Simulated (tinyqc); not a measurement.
## Permittivity and interface capacitance from two thicknesses

Question. 1/C = t/(eps0 ek) + 2/ci for planar capacitors that differ only in thickness. Find ek, ci and the EOT of the interfaces, 2 x 3.9 eps0/ci.

Constants: eps0 = 8.8541878128e-14 F/cm where lengths are in cm. Results are converted to the units shown.

C at t = 11 and 32 nm (uF/cm^2): [12.478908, 4.3610523]

Solution. 1/C is a straight line in t: the slope gives ek and the intercept 2/ci. A single thickness would give only the effective permittivity; when the interfaces are a small part of 1/C, ci needs very accurate data.

ek = 159.0
ci = 1000 uF/cm^2
EOT of the interfaces = 0.006906 nm

Computed by the program tinyqc: `OMP_NUM_THREADS=1 python tinyqc.py 2102075 2102076 out.jsonl`, one thread of a shared Intel Xeon 2.30GHz, about 0.01 s for the whole run.
